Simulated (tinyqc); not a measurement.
Exchange-only LDA atom on a uniform radial grid, spin-unpolarised, for Be+, step by step. Computed by tinyqc, a small Python program that keeps every step. Settings: Z = 4, points = 192, R = 7.4, functional = Slater exchange alone, mixing = 0.6, iteration cap = 78. Command: `OMP_NUM_THREADS=1 python tinyqc.py 26079 26080 out.jsonl` (the two numbers bound the seeds that draw the settings). One thread of a shared host (Intel(R) Xeon(R) Processor @ 2.60GHz), about 0.2 s of CPU time with the checks. Later iterations appear only in the table of the cycle.

## Iteration 1

Spherical atom on a uniform radial grid r_j = j h with h = R/(N + 1), h sum u^2 = 1 and integrals as h times sums, u(0) = u(R) = 0 (atomic units):
```
parameter           value
Z                       4
points N              192
R                7.400000
h                0.038342
mixing           0.600000
electrons in 1s         2
electrons in 2s         1
```

Three-point differences turn -u''/2 + [l(l+1)/2r^2 - Z/r + V] u = e u into a tridiagonal matrix (diagonal 1/h^2 + potential, off-diagonal -1/2h^2). D = sum f u^2; the Hartree potential y/r solves y'' = -D/r with y(0) = 0, y(R) = N_e; v_xc comes from rho = D/(4 pi r^2); E = sum f e - int D V + int D (V_H/2 + eps_xc); V(new) = V + mixing (V_H + v_xc - V).

eigenvalues (hartree): [-7.95350, -1.99707]

Every 12th grid point:
```
r           V in     u(1s)      u(2s)         D      V_H      v_xc
0.46010  0.00000   1.17023    0.08574   2.74622  4.82438  -0.99524
0.92021  0.00000   0.37421   -0.69230   0.75936  2.88647  -0.40846
1.38031  0.00000   0.08975   -0.86917   0.77157  2.07498  -0.31337
1.84041  0.00000   0.01913   -0.70412   0.49652  1.60581  -0.22333
2.30052  0.00000   0.00382   -0.47161   0.22245  1.29847  -0.14727
2.76062  0.00000   0.00073   -0.28341   0.08032  1.08550  -0.09287
3.22073  0.00000   0.00014   -0.15872   0.02519  0.93121  -0.05693
3.68083  0.00000  2.50e-05   -0.08458   0.00715  0.81498  -0.03423
4.14093  0.00000  4.50e-06   -0.04343   0.00189  0.72446  -0.02030
4.60104  0.00000  7.99e-07   -0.02168   0.00047  0.65203  -0.01190
5.06114  0.00000  1.41e-07   -0.01057   0.00011  0.59275  -0.00692
5.52124  0.00000  2.45e-08   -0.00506  2.56e-05  0.54336  -0.00399
5.98135  0.00000  4.25e-09   -0.00237  5.61e-06  0.50156  -0.00228
6.44145  0.00000  7.31e-10   -0.00107  1.14e-06  0.46573  -0.00128
6.90155  0.00000  1.23e-10   -0.00042  1.74e-07  0.43468  -0.00065
7.36166  0.00000         0  -2.86e-05  8.18e-10  0.40752  -0.00010
```

total energy = -13.3924320 hartree

## Iteration 2

As before.

eigenvalues (hartree): [-5.36284, -0.94660]

Every 12th grid point:
```
r           V in     u(1s)     u(2s)         D      V_H      v_xc
0.46010  2.29748   1.17944   0.14257   2.80250  4.57868  -1.00199
0.92021  1.48681   0.45144  -0.45448   0.61416  2.75451  -0.38056
1.38031  1.05696   0.13610  -0.73709   0.58035  1.99513  -0.28499
1.84041  0.82949   0.03736  -0.74430   0.55677  1.56702  -0.23203
2.30052  0.69072   0.00974  -0.62131   0.38622  1.28242  -0.17700
2.76062  0.59558   0.00246  -0.46717   0.21826  1.07950  -0.12959
3.22073  0.52457   0.00061  -0.32888   0.10816  0.92912  -0.09254
3.68083  0.46845   0.00015  -0.22133   0.04899  0.81429  -0.06501
4.14093  0.42250  3.55e-05  -0.14415   0.02078  0.72424  -0.04516
4.60104  0.38407  8.45e-06  -0.09154   0.00838  0.65196  -0.03110
5.06114  0.35150  2.00e-06  -0.05690   0.00324  0.59273  -0.02126
5.52124  0.32362  4.70e-07  -0.03462   0.00120  0.54335  -0.01440
5.98135  0.29957  1.10e-07  -0.02044   0.00042  0.50156  -0.00961
6.44145  0.27867  2.56e-08  -0.01132   0.00013  0.46573  -0.00617
6.90155  0.26042  5.70e-09  -0.00515  2.66e-05  0.43468  -0.00349
7.36166  0.24445  2.98e-10  -0.00038  1.42e-07  0.40752  -0.00058
```

total energy = -13.7654132 hartree

## Iteration 3

As before.

eigenvalues (hartree): [-4.53483, -0.62103]

Every 12th grid point:
```
r           V in     u(1s)     u(2s)         D      V_H      v_xc
0.46010  3.06500   1.17881   0.14654   2.80067  4.47595  -1.00178
0.92021  2.01909   0.47705  -0.36133   0.58571  2.69387  -0.37459
1.38031  1.44887   0.15480  -0.64882   0.46890  1.95164  -0.26544
1.84041  1.13279   0.04628  -0.71340   0.51322  1.54041  -0.22581
2.30052  0.93954   0.01323  -0.64906   0.42163  1.26830  -0.18226
2.76062  0.80817   0.00368  -0.53295   0.28406  1.07273  -0.14149
3.22073  0.71178   0.00100  -0.41037   0.16840  0.92611  -0.10725
3.68083  0.63695   0.00027  -0.30242   0.09146  0.81303  -0.08005
4.14093  0.57645   0.00007  -0.21585   0.04659  0.72374  -0.05910
4.60104  0.52614  1.90e-05  -0.15022   0.02256  0.65177  -0.04327
5.06114  0.48348  5.00e-06  -0.10221   0.01045  0.59267  -0.03141
5.52124  0.44682  1.31e-06  -0.06782   0.00460  0.54333  -0.02255
5.98135  0.41500  3.40e-07  -0.04335   0.00188  0.50155  -0.01586
6.44145  0.38721  8.81e-08  -0.02567   0.00066  0.46573  -0.01065
6.90155  0.36289  2.17e-08  -0.01224   0.00015  0.43468  -0.00620
7.36166  0.34194  1.19e-09  -0.00091  8.28e-07  0.40752  -0.00105
```

total energy = -13.8156777 hartree

## Convergence

Stop when input and output potentials agree to 1e-7.

Course of the cycle (hartree):
```
iteration            E     e(1s)     e(2s)  largest |V(out) - V(in)|
1          -13.3924320  -7.95350  -1.99707                  5.80e+00
2          -13.7654132  -5.36284  -0.94660                  1.76e+00
3          -13.8156777  -4.53483  -0.62103                  5.08e-01
4          -13.8215464  -4.27849  -0.51473                  1.47e-01
5          -13.8222191  -4.20074  -0.47897                  4.34e-02
6          -13.8222994  -4.17754  -0.46678                  1.29e-02
7          -13.8223096  -4.17076  -0.46261                  4.13e-03
8          -13.8223109  -4.16885  -0.46118                  1.48e-03
9          -13.8223111  -4.16835  -0.46069                  5.30e-04
10         -13.8223111  -4.16824  -0.46053                  1.90e-04
11         -13.8223111  -4.16822  -0.46048                  8.05e-05
12         -13.8223111  -4.16822  -0.46046                  3.74e-05
13         -13.8223111  -4.16823  -0.46045                  1.67e-05
14         -13.8223111  -4.16823  -0.46045                  7.28e-06
15         -13.8223111  -4.16823  -0.46045                  3.13e-06
16         -13.8223111  -4.16823  -0.46045                  1.33e-06
17         -13.8223111  -4.16823  -0.46045                  5.61e-07
18         -13.8223111  -4.16823  -0.46045                  2.35e-07
19         -13.8223111  -4.16823  -0.46045                  9.85e-08
```

Converged in 19 iterations. A uniform grid resolves the cusp poorly: for a bare nucleus this grid gives 1s at -7.95350 against -Z^2/2 = -8 hartree. Before convergence this energy mixes input and output and is not variational, so it may rise towards its limit.
